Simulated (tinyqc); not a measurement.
Phonon transmission through an interface between two chains by Green functions: one step, computed by the program tinyqc.

Two semi-infinite chains (masses m_1, m_2; springs k_1, k_2), motion along the chain. The central region holds the end atom of each chain and two interlayer atoms of mass m_b, joined by springs k_b. lambda = omega^2 in eV/(angstrom^2 u); nu = 15.6333042 THz x sqrt(lambda).

Question. Band tops and impedances. nu_max = 15.6333042 THz x 2 sqrt(k/m); impedance Z = sqrt(k m); long-wave transmission 4 Z_1 Z_2/(Z_1 + Z_2)^2; the probe frequency is the given share of the lower band top.

Inputs (values chosen for the exercise, for two model chains):
```
quantity                          value           unit
mass m_1                             14              u
spring k_1                         6.94  eV/angstrom^2
mass m_2                           14.3              u
spring k_2                         9.58  eV/angstrom^2
probe frequency / lower band top   0.72              -
```

Atoms in the interlayer: two.

Constants: nu for 1 eV/(angstrom^2 u) = 15.6333042 THz.

Give: band top of chain 1; band top of chain 2; Z_1; Z_2; long-wave transmission; probe frequency.

Answer.

band top of chain 1 = 22.01 THz

band top of chain 2 = 25.59 THz

Z_1 = 9.857 sqrt(eV u)/angstrom

Z_2 = 11.70 sqrt(eV u)/angstrom

long-wave transmission = 0.9927

probe frequency = 15.85 THz
